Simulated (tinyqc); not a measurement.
Worked calculation: extended Hueckel theory, for H4-. The parameters take no account of the charge, which enters only through the electron count, and nothing here shows that the anion is bound. One step of it, computed by the program tinyqc.

Question. Wolfsberg-Helmholz matrix. H_ij = K' S_ij (H_ii + H_jj)/2 for i != j (the diagonal keeps H_ii), with K' = 1.75.

overlap S, order 1H 1s, 2H 1s, 3H 1s, 4H 1s:
$$\begin{pmatrix}
1.000000 & 0.628906 & 0.204214 & 0.057535 \\
0.628906 & 1.000000 & 0.576591 & 0.204214 \\
0.204214 & 0.576591 & 1.000000 & 0.628906 \\
0.057535 & 0.204214 & 0.628906 & 1.000000
\end{pmatrix}$$

diagonal H_ii (eV): 1H 1s -13.600000, 2H 1s -13.600000, 3H 1s -13.600000, 4H 1s -13.600000

K = 1.750000

Give: H.

Answer.

H (eV), order 1H 1s, 2H 1s, 3H 1s, 4H 1s:
$$\begin{pmatrix}
-13.6000 & -14.9680 & -4.8603 & -1.3693 \\
-14.9680 & -13.6000 & -13.7229 & -4.8603 \\
-4.8603 & -13.7229 & -13.6000 & -14.9680 \\
-1.3693 & -4.8603 & -14.9680 & -13.6000
\end{pmatrix}$$
